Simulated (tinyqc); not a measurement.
# p-n diode with diffusion and depletion-layer recombination, step by step

Numbers from tinyqc (`OMP_NUM_THREADS=1 python tinyqc.py 2260130 2260131 out.jsonl`; about 0.01 s on one thread of a shared Intel Xeon 2.30GHz). Printed values are rounded.

Abrupt junction in the depletion approximation, low injection, full ionisation, neutral widths fixed, ohmic contact on the p side. Vj is the junction voltage; where a series resistance Rs is given, V = Vj + J Rs is the terminal voltage.

Values chosen for this exercise; band and dielectric values those of a made-up semiconductor:

| symbol | value | unit | meaning |
|---|---|---|---|
| T | 350 | K | temperature |
| Eg | 1.32 | eV | band gap |
| eps_r | 14.5 |  | relative permittivity |
| Nc | 6.39e17 | cm^-3 | conduction-band density of states at T |
| Nv | 1.64e19 | cm^-3 | valence-band density of states at T |
| Na | 1.5e18 | cm^-3 | acceptor density |
| Nd | 9.9e16 | cm^-3 | donor density |
| mun | 1000 | cm^2/(V s) | electron mobility in the p side |
| mup | 160 | cm^2/(V s) | hole mobility in the n side |
| tn | 5e-6 | s | electron lifetime |
| tp | 1e-9 | s | hole lifetime |
| wp | 13 | um | neutral width of the p side |
| wn | 9.3 | um | neutral width of the n side |
| Sp | 1e7 | cm/s | recombination velocity at the n contact |
| Rs | 0.032 | ohm cm^2 | series resistance |
| Et | 0 | eV | trap level above the intrinsic level |
| Vj | 0.93 | V | junction voltage at which recombination is evaluated |
| V | 0.9 | V | terminal voltage |

Constants: q = 1.602176634e-19 C, kB = 1.380649e-23 J/K, Vt = kB T/q, eps0 = 8.8541878128e-14 F/cm where lengths are in cm. Results are converted to the units shown.

## Diffusion lengths and saturation currents

ni = sqrt(Nc Nv) exp(-Eg/(2 Vt)), Eg in volts; D = mu Vt; Ln = sqrt(Dn tn), Lp = sqrt(Dp tp); J0n = q ni^2 Dn coth(wp/Ln)/(Ln Na); J0p = (q ni^2 Dp/(Lp Nd)) (s + tanh(wn/Lp))/(1 + s tanh(wn/Lp)), s = Sp Lp/Dp.

ni = 1.01529e9 cm^-3
Ln = 122.802 um
Lp = 0.694673 um
J0n = 2.56399e-15 A/cm^2
J0p = 1.15888e-13 A/cm^2

wp/Ln = 0.11 and wn/Lp = 13; holes carry 97.8 % of the diffusion current.

## Recombination in the depleted layer

ni = sqrt(Nc Nv) exp(-Eg/(2 Vt)), Eg in volts. Vbi = Vt ln(Na Nd/ni^2), W = sqrt(2 eps0 eps_r (Vbi - Vj)(1/Na + 1/Nd)/q), xp = W Nd/(Na + Nd), xn = W Na/(Na + Nd); u(x) = q Na (x + xp)^2/(2 eps0 eps_r) for x < 0 and Vbi - Vj - q Nd (xn - x)^2/(2 eps0 eps_r) for x > 0; p = Na exp(-u/Vt), n = Nd exp((u - Vbi + Vj)/Vt); U = ni^2 (exp(Vj/Vt) - 1)/(tp (n + ni exp(Et/Vt)) + tn (p + ni exp(-Et/Vt))); J_scr = q times the integral of U from -xp to xn. Trapezoid rule on 14 equal steps.

W = 67.1913 nm

```
point   x (nm)     u (V)   n (cm^-3)   p (cm^-3)  U (cm^-3 s^-1)
0      -4.1601  0.000000  1.69239e13      1.5e18      3.38478e18
1       0.6393  0.021151  3.41242e13  7.43926e17      6.82483e18
2       5.4387  0.056723  1.10988e14  2.28726e17      2.21976e19
3      10.2381  0.089449  3.28484e14  7.72818e16      6.56968e19
4      15.0375  0.119330  8.84658e14  2.86957e16      1.76930e20
5      19.8368  0.146365  2.16800e15  1.17094e16      4.33583e20
6      24.6362  0.170554  4.83465e15  5.25082e15      9.66751e20
7      29.4356  0.191897  9.81056e15  2.58761e15      1.96062e21
8      34.2350  0.210394  1.81153e16  1.40135e15      3.61372e21
9      39.0343  0.226046  3.04383e16  8.34011e14      6.04354e21
10     43.8337  0.238852  4.65391e16  5.45474e14      9.15163e21
11     48.6331  0.248812  6.47497e16  3.92061e14      1.25358e22
12     53.4325  0.255927  8.19749e16  3.09679e14      1.55706e22
13     58.2319  0.260195  9.44380e16  2.68810e14      1.76475e22
14     63.0312  0.261618      9.9e16  2.56423e14      1.83806e22
```

J_scr = 0.00595067 A/cm^2

With 2000 steps J_scr = 0.005951 A/cm^2; the coarse value is within 0.01 % of it. U is largest at x = 63.0 nm among these points. On the fine grid U peaks at 1.838e22 cm^-3 s^-1, and J_scr/(q U_max) is 30.1 % of W, the effective width of the recombining zone.

## Starting value

Vj = V.

Vj at the start = 0.9 V

## Iteration 1: new Vj

J0 = J0n + J0p = 1.18452e-13 A/cm^2

Diffusion current alone: J = J0 (exp(Vj/Vt) - 1), g = Vj + J Rs - V, g' = 1 + Rs J0 exp(Vj/Vt)/Vt, Vj(new) = Vj - g/g'.

J = 1.07887 A/cm^2
g = 0.0345239 V
g' = 2.14467
Vj after iteration 1 = 0.883902 V

## Iteration 2: new Vj

As before.

J = 0.632668 A/cm^2
g = 0.00414779 V
g' = 1.67125
Vj after iteration 2 = 0.881421 V

## Course of the iteration

Stop when the step is below 1e-10 V, or after 80 iterations.

Course of the iteration:
```
iteration  Vj before the step (V)  step (V)
1                             0.9   -0.0161
2                        0.883902  -2.48e-3
3                        0.881421  -4.12e-5
4                        0.881379  -1.08e-8
5                        0.881379   < 1e-14
```

Converged in 5 iterations.
